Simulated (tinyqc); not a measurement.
From results back to parameters: conductance of a narrow metal strip with scatterers (square lattice, Green functions). Two cases, with inputs chosen for the exercise.

Problem. Boundaries with reflection R, a distance dg apart, add incoherently to the scattering in a one-dimensional channel: rho/rho0 = 1 + (lam/dg) R/(1 - R). The ratio comes from a hidden R.

Find: R; effective mean free path lam rho0/rho.

Method. y = (rho/rho0 - 1) dg/lam = R/(1 - R), so R = y/(1 + y).

Case 1.

Values chosen (out of a larger set: hopping and spacing of the size met in Cu or Al; the lattice is a model; not measured data): lam = 42 nm (bulk mean free path); dg = 52 nm (distance between boundaries).

rho/rho0 = 1.31410

Solution.

R = 0.280
effective mean free path lam rho0/rho = 31.96 nm

Case 2.

Values chosen (out of a larger set: hopping and spacing of the size met in Cu or Al; the lattice is a model; not measured data): lam = 16 nm (bulk mean free path); dg = 20 nm (distance between boundaries).

rho/rho0 = 1.62857

Solution.

R = 0.440
effective mean free path lam rho0/rho = 9.82 nm

Computed by tinyqc, one run a case: `OMP_NUM_THREADS=1 python tinyqc.py N N+1 out.jsonl` with N = 1450567, 1450720; one thread of a shared Intel(R) Xeon(R) Processor @ 2.30GHz, about 0.01 s a run at most.
